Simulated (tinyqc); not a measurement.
Comparisons within one model: band gaps under pressure and temperature from deformation potentials. A value that a table varies takes the place of the one given here.

Murnaghan: V/V0 = (1 + Bp P/B0)^(-1/Bp), B0 = (C11 + 2 C12)/3. Each gap moves by a ln(V/V0) with its volume potential a, and falls with temperature by aV T^2/(T + bV) (Varshni); the two effects are added. No change of phase is considered.

Constants: hc = 1239.841984 eV nm.

Values chosen for the exercise (near those of InAs, the X and L potentials typical of such crystals; not measured data):
```
symbol  value                  unit   meaning
Eg      0.413                  eV     gap at Gamma to the s-like level at 0 K, 0 GPa
EgX     1.41                   eV     gap to X at 0 K, 0 GPa
EgL     1.124                  eV     gap to L at 0 K, 0 GPa
C11     84.7                   GPa
C12     44.9                   GPa
Bp      4.66                          pressure derivative of the bulk modulus
aG      -6.1                   eV     volume potential of the Gamma gap
aX      1.84                   eV     volume potential of the X gap
aL      -3.93                  eV     volume potential of the L gap
aV      (0.271, 0.265, 0.272)  meV/K  Varshni alpha of Gamma, X, L
bV      (94, 99, 92)           K      Varshni beta of Gamma, X, L
T       300                    K      temperature
P       1.4                    GPa    pressure
```

## Gaps against pressure

The last column is the linear form E0 + c1 P for Gamma, c1 = -aG/B0.

Gaps (eV):
```
P (GPa)  ln(V/V0)  Gamma      X      L  lowest  Gamma, linear
0.00       0.0000  0.351  1.350  1.062   Gamma          0.351
1.50      -0.0244  0.500  1.305  1.157   Gamma          0.508
3.00      -0.0462  0.633  1.265  1.243   Gamma          0.666
4.50      -0.0661  0.754  1.229  1.321   Gamma          0.823
6.00      -0.0842  0.865  1.195  1.393   Gamma          0.980
7.50      -0.1010  0.967  1.164  1.458   Gamma          1.138
9.00      -0.1165  1.062  1.136  1.519   Gamma          1.295
10.50     -0.1310  1.150  1.109  1.576       X          1.452
12.00     -0.1446  1.233  1.084  1.630       X          1.610
```

Over 12 GPa Gamma moves by +0.882, L by +0.568 and X by -0.266 eV. The lowest valley changes: Gamma to X between 9.00 and 10.50 GPa, and the fundamental gap peaks at 1.109 eV on these points. The linear form overshoots by 377 meV at the end, because the crystal stiffens; the gap is linear in ln V, not in P. Rows above about 7 GPa lie beyond the phase change of the real crystal.

## Gaps against temperature

At the pressure P; wavelength hc/E of the lowest gap.

Gaps (eV):
```
T (K)   Gamma       X       L  lowest  wavelength (nm)
0      0.5522  1.3680  1.2137   Gamma           2245.5
50     0.5474  1.3636  1.2089   Gamma           2264.8
100    0.5382  1.3547  1.1995   Gamma           2303.7
200    0.5153  1.3326  1.1764   Gamma           2406.1
300    0.4903  1.3083  1.1512   Gamma           2529.0
400    0.4644  1.2831  1.1252   Gamma           2669.9
500    0.4381  1.2574  1.0988   Gamma           2830.1
600    0.4116  1.2315  1.0721   Gamma           3012.4
```

From 0 to 100 K the Gamma gap falls by 14.0 meV, from 500 to 600 K by 26.5 meV: quadratic below bV, linear with a slope tending to aV = 0.271 meV/K above. Gamma stays lowest. A pressure of 0.59 GPa, with the slope -aG/B0 at zero pressure, would undo the fall of the Gamma gap from 0 to 300 K.

## What each parameter does

Gaps at P and T. Each row changes one parameter from the base and keeps the others.

Results:
```
case             Gamma (eV)  X (eV)  L (eV)
base                 0.4903  1.3083  1.1512
T = 350 K            0.4774  1.2957  1.1383
C11 = 93.17 GPa      0.4841  1.3101  1.1473
C12 = 40.41 GPa      0.4974  1.3061  1.1558
Bp = 5.126           0.4895  1.3085  1.1507
aG = -6.71 eV        0.5042  1.3083  1.1512
aX = 2.024 eV        0.4903  1.3041  1.1512
aL = -3.537 eV       0.4903  1.3083  1.1422
P = 1.54 GPa         0.5034  1.3043  1.1597
```

The largest shifts from the base row, up to three for each result and ties (the steps differ in size, so this ranks the rows, not the parameters). Gamma (eV): aG +0.0139, P +0.0131, T -0.0129; unchanged at the printed digits by aX and aL. X (eV): T -0.0125, aX -0.0042, P -0.0040; unchanged at the printed digits by aG and aL. L (eV): T -0.0129, aL -0.0090, P +0.0085; unchanged at the printed digits by aG and aX.

Program tinyqc; command `OMP_NUM_THREADS=1 python tinyqc.py 1080102 1080103 out.jsonl`; about 0.01 s on one thread of a shared Intel(R) Xeon(R) Processor @ 2.30GHz.
